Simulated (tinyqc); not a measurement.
# Permittivity of the insulator from five potentials

Inverse problem. A node lies on a semiconductor-insulator interface. Steps: hs = tb/3 down into the semiconductor, ho = tox/1 up into the insulator, hy = L/6 sideways. The flux balance of its box reads eox (hy/ho)(above - node) + eps_r (hy/hs)(below - node) + [(eps_r hs + eox ho)/(2 hy)](left + right - 2 node) - q Na (hs/2) hy/eps0 = 0. Find eox.

Parameters, values chosen for the exercise; semiconductor permittivity close to that of silicon: relative permittivity of the semiconductor eps_r = 11.5; half the body thickness tb = 5 nm; insulator thickness tox = 7.2 nm; channel length L = 47 nm; acceptor density of the depleted body Na = 0 cm^-3.

Constants: q = 1.602176634e-19 C, eps0 = 8.8541878128e-14 F/cm where lengths are in cm. Results are converted to the units shown.

psi (V): node -0.10633184, above -0.2, below -0.089549881, left 0.046801452, right -0.13041202

Solution. The balance is linear in eox.

eox = 25.00

Computed by the program tinyqc: `OMP_NUM_THREADS=1 python tinyqc.py 2480020 2480021 out.jsonl`, one thread of a shared Intel Xeon 2.30GHz, about 0.09 s for the whole run.
